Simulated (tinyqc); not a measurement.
LDA (PW92) atom on a uniform radial grid, spin-unpolarised, for O, step by step. Computed by tinyqc, a small Python program that keeps every step. Settings: Z = 8, points = 192, R = 11.4, functional = lda,pw, mixing = 0.2, iteration cap = 55. Command: `OMP_NUM_THREADS=1 python tinyqc.py 31043 31044 out.jsonl` (the two numbers bound the seeds that draw the settings). One thread of a shared host (Intel(R) Xeon(R) Processor @ 2.60GHz), about 0.9 s of CPU time with the checks. Later iterations appear only in the table of the cycle.

## Iteration 1

Spherical atom on a uniform radial grid r_j = j h with h = R/(N + 1), h sum u^2 = 1 and integrals as h times sums, u(0) = u(R) = 0 (atomic units):
```
parameter            value
Z                        8
points N               192
R                11.400000
h                 0.059067
mixing            0.200000
electrons in 1s          2
electrons in 2s          2
electrons in 2p          4
```

Three-point differences turn -u''/2 + [l(l+1)/2r^2 - Z/r + V] u = e u into a tridiagonal matrix (diagonal 1/h^2 + potential, off-diagonal -1/2h^2). D = sum f u^2; the Hartree potential y/r solves y'' = -D/r with y(0) = 0, y(R) = N_e; v_xc comes from rho = D/(4 pi r^2); E = sum f e - int D V + int D (V_H/2 + eps_xc); V(new) = V + mixing (V_H + v_xc - V).

eigenvalues (hartree): 1s -30.388992, 2s -7.891365, 2p -8.038498

Every 12th grid point:
```
r              V in     u(1s)      u(2s)     u(2p)         D        V_H       v_xc
0.708808   0.000000  0.127398  -1.218229  1.084947  7.709059  10.530363  -1.133719
1.417617   0.000000  0.001064  -0.376944  0.251418  0.537019   5.635957  -0.321893
2.126425   0.000000  0.000007  -0.054856  0.032951  0.010361   3.762132  -0.077198
2.835233   0.000000  3.71e-08  -0.006076  0.003420  0.000121   2.821637  -0.016829
3.544041   0.000000  1.94e-10  -0.000583  0.000312  1.07e-06   2.257310  -0.003313
4.252850   0.000000         0  -0.000051  0.000026  8.02e-09   1.881092  -0.000604
4.961658   0.000000         0  -4.24e-06  2.10e-06  5.35e-11   1.612364  -0.000105
5.670466   0.000000         0  -3.36e-07  1.60e-07         0   1.410819   0.000000
6.379275   0.000000  0.000000  -2.57e-08  1.19e-08         0   1.254061   0.000000
7.088083   0.000000  0.000000  -1.92e-09  8.59e-10         0   1.128655   0.000000
7.796891   0.000000  0.000000  -1.41e-10  6.09e-11         0   1.026050   0.000000
8.505699   0.000000  0.000000  -1.01e-11         0         0   0.940546   0.000000
9.214508   0.000000  0.000000          0         0         0   0.868196   0.000000
9.923316   0.000000  0.000000          0         0         0   0.806182   0.000000
10.632124  0.000000  0.000000          0         0         0   0.752437   0.000000
11.340933  0.000000  0.000000          0         0         0   0.705409   0.000000
```

total energy = -62.87912669 hartree

## Iteration 2

As before.

eigenvalues (hartree): 1s -26.839660, 2s -5.998699, 2p -5.897024

Every 12th grid point:
```
r              V in     u(1s)      u(2s)     u(2p)         D        V_H       v_xc
0.708808   1.879329  0.141893  -1.173487  1.096627  7.604777  10.268080  -1.128833
1.417617   1.062813  0.001495  -0.469092  0.345415  0.917346   5.626367  -0.379053
2.126425   0.736987  0.000012  -0.091338  0.063976  0.033057   3.761961  -0.109139
2.835233   0.560962  9.03e-08  -0.013784  0.009546  0.000744   2.821635  -0.029385
3.544041   0.450799  6.31e-10  -0.001823  0.001266  0.000013   2.257310  -0.007326
4.252850   0.376098         0  -0.000222  0.000156  1.96e-07   1.881092  -0.001707
4.961658   0.322452         0  -0.000026  0.000018  2.64e-09   1.612364  -0.000380
5.670466   0.282164         0  -2.84e-06  2.05e-06  3.30e-11   1.410819  -0.000082
6.379275   0.250812  0.000000  -3.06e-07  2.24e-07         0   1.254061   0.000000
7.088083   0.225731  0.000000  -3.21e-08  2.40e-08         0   1.128655   0.000000
7.796891   0.205210  0.000000  -3.31e-09  2.52e-09         0   1.026050   0.000000
8.505699   0.188109  0.000000  -3.36e-10  2.60e-10         0   0.940546   0.000000
9.214508   0.173639  0.000000  -3.36e-11  2.66e-11         0   0.868196   0.000000
9.923316   0.161236  0.000000          0         0         0   0.806182   0.000000
10.632124  0.150487  0.000000          0         0         0   0.752437   0.000000
11.340933  0.141082  0.000000          0         0         0   0.705409   0.000000
```

total energy = -65.98624573 hartree

## Convergence

Stop when input and output potentials agree to 1e-7.

Course of the cycle (hartree):
```
iteration             E       e(1s)      e(2s)      e(2p)  largest |V(out) - V(in)|
1          -62.87912669  -30.388992  -7.891365  -8.038498                  2.13e+01
2          -65.98624573  -26.839660  -5.998699  -5.897024                  1.58e+01
3          -68.06921433  -24.193962  -4.610841  -4.347146                  1.17e+01
4          -69.41385787  -22.241523  -3.594709  -3.230382                  8.54e+00
5          -70.24464268  -20.816818  -2.851973  -2.428596                  6.17e+00
6          -70.73287273  -19.789718  -2.310074  -1.854440                  4.41e+00
7          -71.00427731  -19.058302  -1.915449  -1.443854                  3.12e+00
8          -71.14648569  -18.543372  -1.628502  -1.150207                  2.19e+00
9          -71.21672069  -18.184194  -1.419934  -0.939789                  1.54e+00
10         -71.24958781  -17.935073  -1.268116  -0.788398                  1.08e+00
11         -71.26433301  -17.762440  -1.157174  -0.678781                  7.59e-01
...                 ...         ...        ...        ...                       ...
45         -71.27631961  -17.315824  -0.817101  -0.348349                  1.73e-04
46         -71.27631961  -17.315797  -0.817080  -0.348328                  1.38e-04
47         -71.27631961  -17.315775  -0.817063  -0.348312                  1.09e-04
48         -71.27631961  -17.315758  -0.817050  -0.348299                  8.66e-05
49         -71.27631961  -17.315744  -0.817039  -0.348289                  6.87e-05
50         -71.27631961  -17.315733  -0.817031  -0.348280                  5.45e-05
51         -71.27631961  -17.315725  -0.817024  -0.348274                  4.33e-05
52         -71.27631961  -17.315718  -0.817019  -0.348269                  3.43e-05
53         -71.27631961  -17.315712  -0.817015  -0.348265                  2.72e-05
54         -71.27631961  -17.315708  -0.817011  -0.348262                  2.16e-05
55         -71.27631961  -17.315704  -0.817009  -0.348259                  1.71e-05
```

Not converged within 55 iterations: the residual falls steadily but slowly, by a factor of about 0.79 a step. Reruns (cap 100 unless said): mixing 0.3: converged in 49; mixing 0.6: converged in 20; the original settings with a cap of 400: converged in 78. Even converged, this uniform grid resolves the cusp poorly and misses the energy of the atom.
